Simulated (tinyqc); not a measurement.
Inside a calculation. Model: inversion-layer mobility, back-scattering and ballistic limit of a field-effect transistor. Computed by tinyqc, a small Python program that keeps every step. Command: `OMP_NUM_THREADS=1 python tinyqc.py 3021683 3021684 out.jsonl mos walk`. One thread of a shared host (Intel(R) Xeon(R) Processor @ 2.30GHz), about 0.01 s of CPU time with the checks. Intermediate numbers are printed to about 6 digits and carried at full precision; extremes and crossings named in words are read from the listed rows.

The charge at the top of the source barrier is fixed by the gate; series resistance and short-channel effects are left out. F_j are Fermi integrals normalised to exp(eta) in the classical limit.

Inputs (values chosen for the exercise, modelled on an InGaAs n-channel):
```
quantity                                     value        unit
transport mass m                             0.044         m_0
valley degeneracy g_v                            1           -
weight w of the inversion charge               0.5           -
permittivity eps                              13.9           -
phonon mobility at 1 MV/cm and 300 K, mu_ph   2800  cm^2/(V s)
roughness mobility at 1 MV/cm, mu_sr          2500  cm^2/(V s)
Coulomb mobility at N_inv = 1e12/cm^2, mu_C   2400  cm^2/(V s)
electrical oxide thickness t_inv               1.7          nm
depletion charge N_dep                       5e+11      1/cm^2
gate overdrive V_G - V_T                      0.34           V
drain voltage V_D                             0.57           V
channel length L                               160          nm
exponent a of the critical length             0.71           -
temperature T                                  300           K
```

Statistics at the top of the barrier: Fermi-Dirac.

Constants: eps_0 = 8.8541878128e-12 F/m; e = 1.602176634e-19 C; m_0 = 9.1093837015e-31 kg; k_B = 1.380649e-23 J/K; hbar = 1.054571817e-34 J s; k_B = 8.617333262e-05 eV/K.

## Charge and field

N_inv = 3.9 eps_0 (V_G - V_T)/(e t_inv); effective field E_eff = e (N_dep + w N_inv)/(eps eps_0).

inversion density N_inv = 4.31055e+12 1/cm^2

effective field E_eff = 0.345666 MV/cm

## Effective mobility

mu_phonon = mu_ph (E_eff/1 MV/cm)^(-0.3) (T/300 K)^(-1.75); mu_rough = mu_sr (E_eff/1 MV/cm)^(-2); mu_Coulomb = mu_C (N_inv/1e12 cm^-2) (T/300 K); Matthiessen's rule adds 1/mu.

phonon part = 3850.89 cm^2/(V s)

roughness part = 20923.1 cm^2/(V s)

Coulomb part = 10345.3 cm^2/(V s)

effective mobility mu = 2474.41 cm^2/(V s)

The phonon part is the lowest and holds 64 % of 1/mu.

## Ballistic limit

F_j(eta) = (1/Gamma(j + 1)) int_0^infinity x^j/(1 + exp(x - eta)) dx, F_0 = ln(1 + exp(eta)). Integrals over x = E/(k_B T) use 160 Gauss-Legendre points in u = sqrt(x) from 0 to sqrt(max(eta, 0) + 32). Ballistic channel: N_2D = g_v m k_B T/(pi hbar^2), U = e V_D/(k_B T); eta_F solves N_inv = (N_2D/2)[F_0(eta_F) + F_0(eta_F - U)]; v_T = sqrt(2 k_B T/(pi m)); I/W = e (N_2D/2) v_T [F_1/2(eta_F) - F_1/2(eta_F - U)]; injection velocity v_T F_1/2(eta_F)/F_0(eta_F).

N_2D = 4.75165e+11 1/cm^2

eta_F = 18.1239

thermal velocity v_T = 2.56491 1e7 cm/s

injection velocity = 8.24505 1e7 cm/s

ballistic current I/W = 5686.20 microampere/micrometre

Degeneracy raises the injection velocity by a factor 3.21. Caution: the Fermi level lies so high that further subbands and non-parabolicity matter.

## Back-scattering

Mean free path lambda = (2 k_B T/e)(mu/v_T) F_0(eta_0)/F_-1/2(eta_0), with eta_0 from N_inv = N_2D F_0(eta_0); critical length l = L (1 + U)^(-a), an empirical rule; back-scattering r = l/(l + lambda). Then eta solves N_inv = (N_2D/2)[(1 + r) F_0(eta) + (1 - r) F_0(eta - U)] and I/W = e (N_2D/2) v_T (1 - r)[F_1/2(eta) - F_1/2(eta - U)]. Ballistic ratio: I over the ballistic current. Apparent mobility 1/(1/mu + 1/mu_B), mu_B = mu L/lambda.

eta_0 = 9.07159

mean free path lambda = 133.858 nm

critical length l = 17.2442 nm

back-scattering coefficient r = 0.114123

current I/W = 4294.45 microampere/micrometre

ballistic ratio = 0.755242

apparent low-field mobility = 1347.27 cm^2/(V s)

L/lambda = 1.20, but at this drain voltage only the first 17.2 nm can return a carrier to the source, so the device works at 76 % of its ballistic limit. Caution: the current exceeds the long-channel drift law, so the empirical rule for l, meant for short channels, is too generous here. Caution: in a degenerate gas the layer that can return carriers is set by E_F rather than k_B T, so l is underestimated.

## Channel length

The last column is the long-channel law e N_inv mu V/L with V = V_D - V_D^2/(2 V_ov) below pinch-off and V_ov/2 above, V_ov = V_G - V_T.

Currents (microampere/micrometre):
```
L (nm)         r      I/W  ballistic ratio  long-channel law
5       0.004010  5630.44         0.990195           58102.5
10      0.007987  5575.66         0.980561           29051.2
20      0.015848  5468.93         0.961791           14525.6
40      0.031201  5266.27         0.926150            7262.8
80      0.060515  4899.93         0.861724            3631.4
160     0.114123  4294.45         0.755242            1815.7
400     0.243606  3113.59         0.547570             726.3
1000    0.446031  1822.49         0.320511             290.5
```

The current scales as L^-0.58 at the long end and as L^-0.01 at the short end, where it reaches 99 % of the ballistic 5690. The long-channel law passes the ballistic limit between 40.0 and 80.0 nm and has no meaning below. At 1000 nm the model gives 6.27 times the long-channel law; the rule for l is a fit for short devices and fails wherever the model exceeds that law. Raising mu by 10 % at 20 nm raises I by 0.3 %.

## The mobility curve

The formulas are those given above.

Mobilities (cm^2/(V s)):
```
V_G - V_T (V)  N_inv (1/cm^2)  E_eff (MV/cm)   phonon  roughness  Coulomb    total
0.03              3.80343e+11        0.08985  5769.08     309694    912.8   786.12
0.06              7.60686e+11        0.11460  5362.88     190345   1825.6  1352.32
0.12              1.52137e+12        0.16412  4815.17      92818   3651.3  2031.17
0.20              2.53562e+12        0.23013  4350.74      47204   6085.5  2407.57
0.35              4.43733e+12        0.35392  3823.73      19959  10649.6  2465.92
0.50              6.33905e+12        0.47770  3494.71      10955  15213.7  2256.54
0.75              9.50857e+12        0.68401  3137.91       5343  22820.6  1819.34
1.00              1.26781e+13        0.89031  2899.31       3154  30427.4  1439.19
1.50              1.90171e+13        1.30292  2586.32       1473  45641.1   919.45
```

The lowest part is Coulomb from 0.0300 to 0.120, phonon from 0.200 to 1.00, roughness at 1.50 V. The total peaks at 2466 near E_eff = 0.35 MV/cm: screening lifts it at low density and the field presses it down at high density.

Checks made by the program: long channel and small V_D against the drift formula e N mu V_D/L (relative difference 3e-04).
